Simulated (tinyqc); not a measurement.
Absorption edge of a degenerate semiconductor, band filling against gap narrowing: approximations to the Fermi level.

n-type, parabolic bands, full ionisation. eta = (EF - Ec)/kB T solves N = Nc F12(eta), F12(x) = (2/sqrt(pi)) int_0^infinity sqrt(u)/(1 + exp(u - x)) du. The gap shrinks rigidly by dEg = a3 y^(1/3) + a4 y^(1/4) + a2 y^(1/2), y = N/1e18 cm^-3, an empirical law that is here taken as the true narrowing.

With u = N/Nc: Boltzmann ln u; Joyce-Dixon ln u + 0.353553 u - 4.95009e-3 u^2 + 1.48386e-4 u^3 - 4.42563e-6 u^4; degenerate limit (3 sqrt(pi) u/4)^(2/3). The Einstein ratio is D/(mu Vt) = F12/Fm, Fm(x) = dF12/dx = (1/sqrt(pi)) int_0^infinity u^(-1/2)/(1 + exp(u - x)) du.

Parameters, values chosen for the exercise:

| symbol | value | unit | meaning |
|---|---|---|---|
| Nc | 4.41e17 | cm^-3 | conduction-band density of states at 300 K, from me |

Results:
```
N (cm^-3),N/Nc,eta,Boltzmann,Joyce-Dixon,degenerate,D/(mu Vt)
3e16,0.068027,-2.6638,-2.6878,-2.6638,0.20147,1.0240
6e16,0.13605,-1.9467,-1.9947,-1.9467,0.31982,1.0479
1.2e17,0.27211,-1.2057,-1.3016,-1.2057,0.50768,1.0955
2.4e17,0.54422,-0.41744,-0.60841,-0.41744,0.80588,1.1895
1e18,2.2676,1.5966,0.81871,1.5966,2.0867,1.7556
2e18,4.5351,3.0256,1.5119,3.0254,3.3125,2.4347
4.1e18,9.2971,5.1813,2.2297,5.1750,5.3455,3.6875
8.3e18,18.821,8.4559,2.9350,8.2696,8.5543,5.7718
1.7e19,38.549,13.736,3.6519,8.6524,13.796,9.2383
```

Estimate the missing row, N = 4.9e17 cm^-3.

Computed row:
```
N (cm^-3),N/Nc,eta,Boltzmann,Joyce-Dixon,degenerate,D/(mu Vt)
4.9e17,1.1111,0.49228,0.10536,0.49228,1.2970,1.3812
```

With this row back in the table: Boltzmann is within 0.1 of eta up to N/Nc = 0.27, Joyce-Dixon within 0.01 up to 9.3, and the degenerate limit is off by 0.060 in the last row. The Einstein ratio rises from 1.02 to 9.24: degenerate carriers diffuse faster for the same mobility.

Range of the model: Band tails, non-parabolic bands and incomplete ionisation are left out.

Program tinyqc, `OMP_NUM_THREADS=1 python tinyqc.py 2330075 2330076 out.jsonl`; Intel Xeon 2.30GHz, shared host, one thread, about 0.01 s.
